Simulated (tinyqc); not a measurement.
Extended Hueckel theory, for H4-, step by step. The parameters take no account of the charge, which enters only through the electron count, and nothing here shows that the anion is bound. One step of it, computed by the program tinyqc.

Task: Wolfsberg-Helmholz matrix. H_ij = K' S_ij (H_ii + H_jj)/2 for i != j (the diagonal keeps H_ii), with K' = 1.5.

overlap S, lower triangle:
```
,1H 1s,2H 1s,3H 1s,4H 1s
1H 1s,1.000000
2H 1s,0.475943,1.000000
3H 1s,0.460456,0.262705,1.000000
4H 1s,0.262705,0.460456,0.475943,1.000000
```

diagonal H_ii (eV): 1H 1s -13.600000, 2H 1s -13.600000, 3H 1s -13.600000, 4H 1s -13.600000

K = 1.500000

Give: H.

Result:

H (eV), lower triangle:
```
,1H 1s,2H 1s,3H 1s,4H 1s
1H 1s,-13.6000
2H 1s,-9.7092,-13.6000
3H 1s,-9.3933,-5.3592,-13.6000
4H 1s,-5.3592,-9.3933,-9.7092,-13.6000
```
